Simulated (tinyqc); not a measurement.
Long-channel MOSFET, surface-potential model: one step of the calculation.

n-channel transistor on a uniformly doped p-type body, gradual-channel approximation, constant mobility, Boltzmann statistics, full ionisation. Potentials are counted from the neutral body; V is the electron quasi-Fermi potential, Vsb at the source and Vsb + Vds at the drain. Charges are magnitudes per area.

Question. Pao-Sah current by Simpson's rule. I = mu (W/L) integral of Qi dV; Simpson's rule on the 9 points, step Vds/8, weights 1, 4, 2, ..., 4, 1 times step/3.

Values chosen for this exercise; material values close to those of gallium nitride: channel mobility mu = 230 cm^2/(V s); gate width W = 2 um; gate length L = 0.5 um; drain-source voltage Vds = 1.2 V.

Qi, Pao-Sah, point 0 to 8 (nC/cm^2): 0.28336675  8.7308264e-4  2.6375017e-6  7.9671635e-9  2.4066594e-11  7.2698516e-14  2.1960208e-16  6.6335707e-19  2.0038180e-21

Find: Pao-Sah current.

Answer.

Pao-Sah current = 0.01320 uA

Gauss-Legendre quadrature on many points gives 0.006806 uA, so this value is 94 % above it; the charge-sheet current, 0.006785 uA, is 0.31 % below it.

Program tinyqc, `OMP_NUM_THREADS=1 python tinyqc.py 2360131 2360132 out.jsonl`; Intel Xeon 2.30GHz, shared host, one thread, about 0.07 s.
